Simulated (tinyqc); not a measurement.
# Changing the bath temperature T2

Model: precursor delivery by bubblers, mass-transport growth and the solid composition of a III-V alloy. Computed by tinyqc, a small Python program. Command: `OMP_NUM_THREADS=1 python tinyqc.py 3012321 3012322 out.jsonl movpe_thermo sweep`. One thread of a shared host (Intel(R) Xeon(R) Processor @ 2.30GHz), about 0.01 s of CPU time with the checks.

1 sccm = 44.615 micromol/min; 1 torr = 133.322 Pa. The sources decompose fully at the surface.

Inputs (values chosen for the exercise, modelled on trimethylgallium (source 1) and trimethylindium (source 2) for the vapour pressures):
```
quantity                                                value      unit
bath temperature T1                                       268         K
bubbler pressure p_b                                     1000      torr
carrier flow F1                                            12      sccm
carrier flow F2                                            21      sccm
total flow F_t                                            7.6       slm
group-V flow F_V                                           51      sccm
reactor pressure p                                         40      torr
growth temperature T                                      890         K
diffusivity at 273 K and 760 torr                        0.42    cm^2/s
flow cross-section A                                       49      cm^2
distance from the leading edge z                          4.4        cm
lattice constant a                                       5.96  angstrom
interaction L0 of the solid                              10.7    kJ/mol
vapour fraction x_v of D among the group-V sources       0.24         -
exchange energy dG_x of AC + (1/2) D2 -> AD + (1/2) C2     23    kJ/mol
```

Alloy: mixing on the group-V sites.

constants a, b of source 1 (log10 torr, K): 8.086  1703

constants a, b of source 2 (log10 torr, K): 10.55  3014

Constants: k_B = 1.380649e-23 J/K; R = 8.314462618 J/(mol K).

Method:
- log10 p_v = a - b/T_bath; molar flow = F x 44.615 x p_v/(p_b - p_v) for a saturated bubbler.
- p_i = p n_i/(44615 F_t), F_t in slm; p_V = p F_V/(1000 F_t), counted per molecule supplied; V/III = 44.615 F_V/(n1 + n2); vapour fraction of source 2 = n2/(n1 + n2).
- Mean velocity u = (F_t/A)(760/p)(T/273); D = D0 (T/273)^1.75 (760/p); boundary layer delta = sqrt(pi D z/u); flux = D dp/(delta k_B T); growth rate = flux x a^3/4.
- At high V/III the group-V pressures at the surface equal those supplied, as dimers: p_D2/p_C2 = x_v/(1 - x_v). Equilibrium of the solid AC(1-x)D(x), A standing for the mix of both group-III metals: ln[x/(1 - x)] + L0 (1 - 2x)/(R T) = -dG_x/(R T) + (1/2) ln[x_v/(1 - x_v)]. Growth rate = rate per torr x (p_1 + p_2). Sensitivity dx/dx_v = [1/(2 x_v (1 - x_v))]/[1/(x (1 - x)) - 2 L0/(R T)].

One run for each value; columns: (1) bath temperature T2 (K); (2) vapour pressure 2 (torr); (3) molar flow 2 (micromol/min); (4) vapour fraction of source 2; (5) solid fraction x:
```
(1)    (2)    (3)     (4)       (5)
276  0.426  0.400  0.0129  0.005981
281  0.667  0.625  0.0201  0.005981
286  1.027  0.963  0.0306  0.005981
291  1.558  1.462  0.0458  0.005981
296  2.331  2.189  0.0670  0.005981
301  3.441  3.235  0.0959  0.005981
306  5.016  4.723  0.1341  0.005981
311  7.222  6.816  0.1827  0.005981
```

What does the table show?

Over the rows, vapour pressure 2 (torr) rises from 0.426 to 7.22 (exponent d ln y / d ln x 25 between the first rows and 22 between the last); molar flow 2 (micromol/min) rises from 0.400 to 6.82 (exponent d ln y / d ln x 25 between the first rows and 23 between the last); vapour fraction of source 2 rises from 0.0129 to 0.183 (exponent d ln y / d ln x 25 between the first rows and 19 between the last).

Caution (all rows): the boundary layer is a quarter or more of the root of the cross-section, so it fills much of the channel and depletion along the flow matters.

Extremes, crossings and ranges named in words are read from the listed rows.
